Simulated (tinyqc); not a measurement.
## Mobility and doping from two currents

Question. A trap-free film with injecting contacts is fitted, with diffusion neglected, by J = q mu N V/Lf + (9/8) eps0 eps_r mu V^2/Lf^3. Find mu, N and the voltage at which both terms are equal.

Values chosen for this exercise: relative permittivity eps_r = 11.5; film thickness Lf = 780 nm.

Constants: q = 1.602176634e-19 C, eps0 = 8.8541878128e-14 F/cm where lengths are in cm. Results are converted to the units shown.

J at 3.8 and 12 V (A/cm^2): [34.912948, 214.76267]

Solution. J/V is a straight line in V: the slope gives mu and the intercept mu N.

mu = 0.440 cm^2/(V s)
N = 5.70e15 cm^-3
crossover voltage = 4.85 V

tinyqc, about 1 s, one thread, Intel Xeon 2.30GHz (shared host): `OMP_NUM_THREADS=1 python tinyqc.py 2730011 2730012 out.jsonl`
